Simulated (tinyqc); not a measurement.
Heavy doping: band filling, gap narrowing, band tails and the effective intrinsic density: one step, computed by the program tinyqc. Command: `OMP_NUM_THREADS=1 python tinyqc.py 3004517 3004518 out.jsonl gapnarrow walk`. One thread of a shared host (Intel(R) Xeon(R) Processor @ 2.30GHz), about 0.01 s of CPU time with the checks.

An n-type crystal above its Mott density, with all dopants ionised: n = N_D - N_A, ionised centres N_I = N_D + N_A. Valleys are taken as spherical with mass m_e.

Problem. What optics and devices see. n = M_c (1/(2 pi^2)) (m_e/(hbar^2/2m_0))^(3/2) int sqrt(E) f dE, f = 1/(1 + exp((E - E_F)/k_B T)); trapezoid rule in t = sqrt(E/k_B T), step 0.02 up to 12; E_F by bisection from the band edge. Absorption edge of a direct gap, from the valence band at k_F (T = 0 value) to the Fermi level: E_g - narrowing + E_F + (hbar^2/2m_0) k_F^2/m_h, k_F = (3 pi^2 n)^(1/3); the shift is the edge less E_g. n p/n_i^2 = exp(narrowing/k_B T) x (n/N) exp(-E_F/k_B T), N being the limit of n exp(-E_F/k_B T) far below the edge (taken at E_F = -12 k_B T); apparent narrowing = k_B T ln(n p/n_i^2).

Inputs (values chosen for the exercise, for a model semiconductor):

| quantity | value | unit |
|---|---|---|
| gap E_g | 1.58 | eV |
| electron mass m_e | 0.0794 | m_0 |
| valleys M_c | 1 | - |
| hole mass m_h | 0.525 | m_0 |
| temperature T | 400 | K |

Conduction band: parabolic.

n = 5.32e+18 cm^-3

E_F above the band edge = 132.1817 meV

gap narrowing = 33.22057 meV

Constants: k_B = 8.617333262e-05 eV/K; hbar^2/(2 m_0) = 3.80998212 eV angstrom^2.

Give: shift of the absorption edge; absorption edge; apparent narrowing; log10(n p/n_i^2).

Solution.

shift of the absorption edge = 120.1 meV

absorption edge = 1.700 eV

apparent narrowing = -36.32 meV

log10(n p/n_i^2) = -0.4577

Degeneracy takes back 69.5 meV of the 33.2 meV of narrowing, so the minority density ends below its ideal value n_i^2/n. Caution: the screening length is well below a*, where static Thomas-Fermi screening overstates the Coulomb hole.
